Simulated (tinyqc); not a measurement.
# Bandgap voltage reference from two bipolar transistors: output against temperature

Two transistors of area 1 and N carry the same current I. Is(T) = Is (T/T0)^eta exp[(Vg0 q/kB)(1/T0 - 1/T)], VBE1 = Vt ln(I/Is(T)) + I rb, VBE2 = Vt ln(I/(N Is(T))) + I rb/N. The amplifier forces I R1(T) = VBE1 - VBE2 + Vos, with R(T) = R (1 + tc (T - T0)) for both resistors, and the output is Vref = VBE1 + I R2(T). Base currents and the Early effect are neglected.

Vt = kB T/q; I = (Vt ln N + Vos)/(R1(T) - rb (1 - 1/N)).

Values chosen for this exercise; values of the order met in silicon bipolar transistors:
- T0 = 298 K (reference temperature)
- Vg0 = 1.18 V (band-gap voltage extrapolated to 0 K)
- eta = 3.3 (temperature exponent of the saturation current)
- Is = 2.3e-16 A (saturation current of the unit transistor at T0)
- N = 8 (area ratio of the second transistor)
- R1 = 17 kohm (resistor across which the difference of VBE falls, at T0)
- tc = 100 ppm/K (temperature coefficient of both resistors)
- Vos = 0 mV (offset of the amplifier)
- rb = 0 ohm (series resistance of the unit transistor)
- R2 = 200.9 kohm (output resistor at T0)

Constants: q = 1.602176634e-19 C, kB = 1.380649e-23 J/K. Results are converted to the units shown.

Output against temperature:
```
T (K)	I (uA)	VBE1 (V)	I R2 (V)	Vref (V)	Vref - Vref(T0) (mV)	dVref/dT (uV/K)
218	2.316	0.7688	0.4616	1.230	0.1395	31.53
233	2.472	0.7375	0.4934	1.231	0.5105	18.08
253	2.679	0.6953	0.5358	1.231	0.7033	1.419
273	2.885	0.6528	0.5781	1.231	0.5756	-14.00
298	3.141	0.5993	0.6311	1.230	0	-31.79
323	3.396	0.5454	0.6840	1.229	-1.002	-48.18
348	3.650	0.4910	0.7369	1.228	-2.399	-63.38
373	3.902	0.4363	0.7899	1.226	-4.163	-77.55
398	4.154	0.3813	0.8428	1.224	-6.269	-90.83
423	4.404	0.3259	0.8958	1.222	-8.698	-103.3
```

What does the table show?

VBE1 falls by 2.16 mV/K on average and I R2 rises by 2.12 mV/K. The slope of Vref vanishes at T = 255 K. Between 233 and 398 K Vref spans 6.97 mV, or 34.4 ppm/K by the box method (span over the average over T, over 165 K).

Program tinyqc, `OMP_NUM_THREADS=1 python tinyqc.py 2062116 2062117 out.jsonl`; Intel Xeon 2.30GHz, shared host, one thread, about 0.02 s.
